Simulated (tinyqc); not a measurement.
Changing the satellite-valley mobility mu2: two-valley model of the transferred-electron effect. Computed by tinyqc, a small Python program. Command: `OMP_NUM_THREADS=1 python tinyqc.py 3029897 3029898 out.jsonl gunn sweep`. One thread of a shared host (Intel(R) Xeon(R) Processor @ 2.30GHz), about 0.02 s of CPU time with the checks.

Both kinds of valley share one electron temperature T_e, and each has a constant mobility.

Inputs (values chosen for the exercise, modelled on GaN):

| quantity | value | unit |
|---|---|---|
| central-valley mass m1 | 0.19 | m_0 |
| satellite-valley mass m2 | 0.47 | m_0 |
| satellite valleys Z | 6 | - |
| valley separation dE | 1.1 | eV |
| central-valley mobility mu1 | 1000 | cm^2/(V s) |
| energy relaxation time tau_E | 0.083 | ps |
| lattice temperature T | 150 | K |

Solver: bisection.

Constants: k_B = 8.617333262e-05 eV/K.

Method. Density-of-states ratio R = Z (m2/m1)^(3/2); n2/n1 = R exp(-dE/(k_B T_e)); mean mobility mu = (mu1 + mu2 n2/n1)/(1 + n2/n1); energy balance e mu F^2 = (3/2) k_B (T_e - T)/tau_E; v = mu F. Using T_e as the parameter, F(T_e) = sqrt(3 k_B (T_e - T)/(2 e mu tau_E)) and v = mu F; find the first maximum and the next minimum of v, and the most negative dv/dF between them.

One run for each value:

| satellite-valley mobility mu2 (cm^2/(V s)) | peak-to-valley ratio | threshold field (kV/cm) | most negative differential mobility (cm^2/(V s)) | valley velocity (1e7 cm/s) |
|---|---|---|---|---|
| 10 | 1.2403 | 77.012 | -98.905 | 4.6632 |
| 16 | 1.2196 | 77.233 | -96.541 | 4.7471 |
| 24 | 1.1952 | 77.539 | -93.330 | 4.8504 |
| 37 | 1.1619 | 78.063 | -87.963 | 5.0011 |
| 58 | 1.1195 | 78.993 | -78.895 | 5.2104 |
| 89 | 1.0741 | 80.609 | -64.576 | 5.4637 |
| 140 | 1.0268 | 84.331 | -38.479 | 5.7810 |

Over the rows, peak-to-valley ratio falls from 1.24 to 1.03 (exponent d ln y / d ln x -0.036 between the first rows and -0.099 between the last); threshold field (kV/cm) rises from 77.0 to 84.3 (exponent d ln y / d ln x 0.0061 between the first rows and 0.100 between the last); most negative differential mobility (cm^2/(V s)) rises from -98.9 to -38.5 (exponent d ln y / d ln x -0.051 between the first rows and -1.1 between the last).  Left out: 220, 330 (no negative differential mobility).

Caution (all rows): T_e at the threshold exceeds 3000 K, outside the range of a Maxwellian in parabolic valleys.

Extremes, crossings and ranges named in words are read from the listed rows.
